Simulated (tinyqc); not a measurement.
Admittance spectroscopy of a deep trap: effect of the trap density.

Schottky contact on an n-type layer with shallow donors Nd (all ionised) and a donor-like deep trap, neutral when filled and positive when empty; depletion approximation. Traps within lam of the depletion edge stay filled. The traps at xt = W - lam, where the level crosses the Fermi level, follow a slow signal and not a fast one. w = 2 pi f.

Emission rate en = sn vth(T) Nc(T) exp(-Et/kB T) = sn g T^2 exp(-Et/kB T), g = vth Nc/(300 K)^2, as vth goes as T^0.5 and Nc as T^1.5 (degeneracy factor 1). lam = sqrt(2 eps0 eps_r (EF - ET)/(q Nd)), EF - ET = Et - (kB T/q) ln(Nc(T)/Nd), Nc(T) = Nc (T/300 K)^1.5. In the steady state at the band bending V, 2 eps0 eps_r V/q = Nd W^2 + Nt (W - lam)^2 (the second term only if W > lam). V = Vbi + Vr. C_HF = eps0 eps_r/W, C_LF = eps0 eps_r (Nd + Nt)/(Nd W + Nt xt). Inflection frequency w0 = 2 en [1 + Nt xt/(Nd W)]; C = C_HF + (C_LF - C_HF)/(1 + (w/w0)^2), G/w = (C_LF - C_HF)(w/w0)/(1 + (w/w0)^2).

Values chosen for this exercise; material values close to those of silicon: relative permittivity eps_r = 11.9; conduction-band density of states at 300 K Nc = 2.77e19 cm^-3; thermal velocity at 300 K vth = 2.3e7 cm/s; shallow donor density Nd = 4.3e16 cm^-3; built-in voltage Vbi = 0.61 V; depth of the trap below the conduction edge Et = 0.17 eV; capture cross-section sn = 3.4e-17 cm^2; reverse bias Vr = 0 V; temperature T = 131 K.

Constants: q = 1.602176634e-19 C, kB = 1.380649e-23 J/K, eps0 = 8.8541878128e-14 F/cm where lengths are in cm. Results are converted to the units shown.

Results:
```
Nt (cm^-3),W (nm),step (% of C_HF),w0/(2 en)
1.2e15,136.0,1.177,1.016
2.4e15,135.4,2.328,1.032
4.9e15,134.2,4.649,1.064
2e16,128.0,16.89,1.253
4.1e16,121.7,30.49,1.497
8.2e16,113.4,50.85,1.927
1.7e17,103.3,81.97,2.722
```

Estimate the missing row, Nt = 9.9e15 cm^-3.

Computed row:
```
Nt (cm^-3),W (nm),step (% of C_HF),w0/(2 en)
9.9e15,131.9,9.010,1.129
```

With this row back in the table: The step rises from 1.18 to 82.0 %, as Nt^(0.98) between the first two rows and Nt^(0.65) between the last two, and w0/(2 en) rises from 1.02 to 2.72: for Nt near Nd the rule w0 = 2 en overstates the cross-section by that factor.

Numbers from tinyqc (`OMP_NUM_THREADS=1 python tinyqc.py 2050059 2050060 out.jsonl`; about 0.01 s on one thread of a shared Intel Xeon 2.30GHz).
